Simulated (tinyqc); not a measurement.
From results back to parameters: tunnelling through a thin dielectric with one trap, as a tight-binding chain. Four cases, with inputs chosen for the exercise.

Problem. A resonance has full width Gamma_L + Gamma_R and peak height 4 Gamma_L Gamma_R/(Gamma_L + Gamma_R)^2. The values come from hidden widths.

Find: larger and smaller width.

Method. The widths are (W/2)(1 +/- sqrt(1 - peak)); which belongs to which lead the line shape cannot tell.

Case 1.

full width = 10.9176 meV
peak height = 3.60257e-06

Solution.

larger and smaller width (meV): 10.9  9.83e-06

Case 2.

full width = 12.1417 meV
peak height = 0.0220094

Solution.

larger and smaller width (meV): 12.1  0.0672

Case 3.

full width = 42.0779 meV
peak height = 0.270765

Solution.

larger and smaller width (meV): 39.0  3.07

Case 4.

full width = 12.4887 meV
peak height = 3.33927e-06

Solution.

larger and smaller width (meV): 12.5  1.04e-05

Computed by tinyqc, one run a case: `OMP_NUM_THREADS=1 python tinyqc.py N N+1 out.jsonl` with N = 1451857, 1451861, 1451862, 1451888; one thread of a shared Intel(R) Xeon(R) Processor @ 2.30GHz, about 0.1 s a run at most.
